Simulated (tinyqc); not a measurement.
Worked calculation: model-solid line-up of a strained alloy layer on a substrate. Values are carried at full precision from step to step, so a last printed digit may differ when a step is redone from the rounded ones.

All values of the alloy are linear in x but the gap, Eg(x) = (1 - x) Eg_A + x Eg_B - C x (1 - x), and the valence edge, Ev(x) = (1 - x) Ev_A + x Ev_B + fv C x (1 - x); Ec = Ev + Eg. Ev is the top of the unstrained valence band on a scale common to all materials. In the layer only the Gamma valley of the conduction band is followed, also where an X or L valley would lie lower.

Values chosen for the exercise (A near GaAs, B near InAs, substrate near Ge; shifted at random, so the results belong to these values and not to a real crystal): a = (5.649, 6.063) angstrom (lattice constant of A, B); Eg = (1.516, 0.412) eV (gap at Gamma to the s-like level of A, B); Dso = (0.337, 0.385) eV (spin-orbit splitting of A, B); Ev = (-0.79, -0.58) eV (top of the unstrained valence band of A, B); ac = (-7.15, -5.04) eV (conduction deformation potential of A, B); av = (1.16, 0.99) eV (valence hydrostatic potential of A, B); b = (-2, -1.78) eV (tetragonal shear potential of A, B); d = (-4.84, -3.57) eV (trigonal shear potential of A, B); C11 = (122.7, 83.1) GPa (of A, B); C12 = (56.1, 45.2) GPa (of A, B); C44 = (59.2, 39) GPa (of A, B); C = 0.506 eV (bowing of the gap); fv = 0 (share of the bowing taken by the valence edge); x = 0.16 (fraction of B); a_s = 5.653 angstrom (substrate); face = 001 (growth face); Eg_s = 0.742 eV (lowest gap of the substrate); Ev_s = -0.35 eV (substrate valence edge).

## Values of the alloy

Interpolate.

Alloy at x (a in angstrom, C11, C12, C44 in GPa, all else in eV):

| symbol | value |
|---|---|
| a | 5.7152 |
| Eg | 1.2714 |
| Dso | 0.3447 |
| Ev | -0.7564 |
| ac | -6.8124 |
| av | 1.1328 |
| b | -1.9648 |
| d | -4.6368 |
| C11 | 116.3640 |
| C12 | 54.3560 |
| C44 | 55.9680 |

## Strain on the (001) substrate

Coherent growth on a (001) face: e_par = (a_s - a)/a, e_perp = -2 (C12/C11) e_par; exx = eyy = e_par, ezz = e_perp, no shear.

Use the values of the alloy.

e_par = -0.010890
e_perp = 0.010174

strain tensor in the cubic axes:
```
           x          y         z
x  -0.010890   0.000000  0.000000
y   0.000000  -0.010890  0.000000
z   0.000000   0.000000  0.010174
```

The layer is under compression in the plane; its volume changes by -1.161 %.

## Strained band edges

Strained edges: Ec + ac tr(e); the valence edges are Ev plus the levels of the 6 x 6 matrix of X, Y, Z times spin with -Dso/3 + l exx + m (eyy + ezz) on the diagonal (cyclic), n exy off it, l = av + 2 b, m = av - b, n = sqrt(3) d. Spin-orbit term (Dso/3) L.sigma on X, Y, Z with (L_k)_ij = -i epsilon_kij: <X+|H|Y+> = -i Dso/3, <X+|H|Z-> = Dso/3, <Y+|H|Z-> = -i Dso/3, <Z+|H|X-> = -Dso/3, <Z+|H|Y-> = i Dso/3, <X-|H|Y-> = i Dso/3, and their conjugates; + and - are the spin along z.

Give the hydrostatic shifts, the strain block and the edges.

ac tr(e), av tr(e) (eV): 0.0791  -0.0131

strain block (eV):
```
        X       Y        Z
X  0.0282       0        0
Y       0  0.0282        0
Z       0       0  -0.0959
```

Ec and the three valence edges from the top (eV): 0.5940  -0.7282  -0.8000  -1.1251

strained gap = 1.3222 eV

Strain moves the gap by +51 meV: +92 meV from the volume and -41 meV from the splitting of the valence edge, which always raises the top.

## Offsets against the substrate material

dEc = Ec(substrate) - Ec(layer), dEv = Ev(layer) - Ev(substrate); positive values confine the carrier in the layer. Type I: both of one sign; type II: opposite signs; type III: the gaps do not overlap.

Give also the smallest gap across the interface, min Ec - max Ev.

dEc = -0.2020 eV
dEv = -0.3782 eV

type: I

smallest gap = 0.7420 eV

Both carriers collect in the substrate material; the conduction band takes 35 % of the gap difference.

## Critical thickness (Matthews-Blakeslee, single layer)

h = K (ln(h/b) + 1) with K = b (1 - nu/4)/(4 pi |e_par| (1 + nu)) for 60-degree dislocations, b = a/sqrt(2) the Burgers vector (not the shear potential of the table), nu = C12/(C11 + C12). Iterate from h = 10 b until h changes by less than 1e-6 of itself.

b (Burgers vector) = 4.0413 angstrom
nu = 0.3184
K = 20.62 angstrom

first iterates (angstrom): 40.4  68.1  78.8  81.9  82.6  82.8

critical thickness = 8.29 nm

Thicker layers can relax, and the strained edges then no longer apply; metastable growth often exceeds this equilibrium value.

## Checks

- Valence edges against the closed form for (001) strain: they agree to 1e-10 or better.

tinyqc: `OMP_NUM_THREADS=1 python tinyqc.py 1051173 1051174 out.jsonl`; about 0.02 s, one thread, shared Intel(R) Xeon(R) Processor @ 2.30GHz.
